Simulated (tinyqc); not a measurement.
# Thin-body transistor below threshold, two-dimensional Poisson equation on a small mesh: what changes with what

A thin body on a thick buried insulator of low permittivity, taken as carrying no normal field at the bottom of the body (row 0). Mobile charge is neglected (subthreshold), the body is fully depleted, and potentials are counted from the intrinsic level; rows run upward to the gate, columns from source to drain.

Values chosen for this exercise; semiconductor permittivity close to that of silicon: temperature T = 325 K; relative permittivity of the semiconductor eps_r = 11.8; relative permittivity of the insulator eox = 25; body thickness tb = 6 nm; insulator thickness tox = 5.2 nm; channel length L = 36 nm; acceptor density of the depleted body Na = 0 cm^-3; potential of the source Vbi = 0.48 V; gate offset Vfb = 0.05 V; gate voltage Vg = -0.1 V; drain voltage Vd = 0.7 V.

Constants: q = 1.602176634e-19 C, kB = 1.380649e-23 J/K, Vt = kB T/q, eps0 = 8.8541878128e-14 F/cm where lengths are in cm. Results are converted to the units shown.

Each table varies one quantity; the others keep the values above.

## Effect of the drain voltage

Mesh: rows i = 0..12 in the semiconductor (step hs = tb/12, row 12 on the interface), then 8 step(s) ho = tox/8 up to the gate row 20; columns j = 0..80 (step hy = L/80). Box integration, divided by eps0: up_i = eps hy/h of the interval above row i, dn_i = that of the interval below (0 for row 0), lat_i = (sum of eps h/2 over the intervals above and below)/hy, s_i = -q Na w_i hy/eps0 with w_i the semiconductor height of the box (hs/2 for row 0 and the interface row, hs between, 0 in the insulator). Each free node obeys (up + dn + 2 lat) psi = up psi(above) + dn psi(below) + lat [psi(left) + psi(right)] + s. Fixed values: gate row Vg - Vfb; column 0 at Vbi and the last column at Vbi + Vd in the semiconductor, each running linearly to Vg - Vfb across the insulator. The system is solved directly. On row 0 the minimum of psi and its place come from a parabola through the three lowest nodes; barrier = Vbi - minimum, swing = Vt ln 10/(d psi/dVg), DIBL = (d psi/dVd)/(d psi/dVg) there. Lambda = pi/k with k the smallest positive root of tan(k tox) tan(k tb) = eox/eps_r.

Effect of the drain voltage:
```
Vd (V)  L/Lambda  barrier (V)  place y/L  swing (mV/decade)  DIBL (mV/V)
0.05       1.979       0.5540     0.4937              72.97        63.22
0.25       1.979       0.5435     0.4726              73.10        55.54
0.45       1.979       0.5342     0.4558              73.32        50.18
0.65       1.979       0.5258     0.4419              73.59        46.17
0.85       1.979       0.5180     0.4299              73.88        43.02
1.05       1.979       0.5107     0.4195              74.18        40.47
```

As Vd goes from 0.05 to 1.05 V, the barrier falls from 0.554 to 0.511 V, the swing rises from 73.0 to 74.2 mV a decade and DIBL falls from 63.2 to 40.5 mV/V; the ideal swing is 64.5. The barrier top moves from y/L = 0.494 to 0.420, towards the source.

## Effect of the relative permittivity of the insulator

Same model as above.

Effect of the relative permittivity of the insulator:
```
eox  L/Lambda  barrier (V)  place y/L  swing (mV/decade)  DIBL (mV/V)
3.9     1.069       0.2841     0.3796              110.0        207.7
5.9     1.261       0.3617     0.4013              94.50        142.8
8.8     1.458       0.4240     0.4162              85.14        100.4
13      1.656       0.4712     0.4268              79.27        72.59
20      1.872       0.5091     0.4353              75.14        52.58
30      2.063       0.5338     0.4411              72.69        40.54
```

As eox goes from 3.9 to 30, the barrier rises from 0.284 to 0.534 V, the swing falls from 110 to 72.7 mV a decade and DIBL falls from 208 to 40.5 mV/V; the ideal swing is 64.5. L/Lambda goes from 1.1 to 2.1.

## Effect of the insulator thickness

Same model as above.

Results:
```
tox (nm)  L/Lambda  barrier (V)  place y/L  swing (mV/decade)  DIBL (mV/V)
2.1          2.553       0.5863     0.4533              67.96        17.30
2.9          2.396       0.5735     0.4501              69.05        22.69
5.5          1.929       0.5161     0.4371              74.42        49.05
7.5          1.637       0.4609     0.4250              80.48        78.23
10           1.358       0.3884     0.4084              90.23        123.6
```

Estimate the missing row, tox = 4 nm.

Computed row:
```
tox (nm)  L/Lambda  barrier (V)  place y/L  swing (mV/decade)  DIBL (mV/V)
4            2.189       0.5520     0.4450              70.97        32.16
```

With this row back in the table: As tox goes from 2.1 to 10 nm, the barrier falls from 0.586 to 0.388 V, the swing rises from 68.0 to 90.2 mV a decade and DIBL rises from 17.3 to 124 mV/V; the ideal swing is 64.5. L/Lambda goes from 2.6 to 1.4.

tinyqc, about 0.09 s, one thread, Intel Xeon 2.30GHz (shared host): `OMP_NUM_THREADS=1 python tinyqc.py 2480028 2480029 out.jsonl`
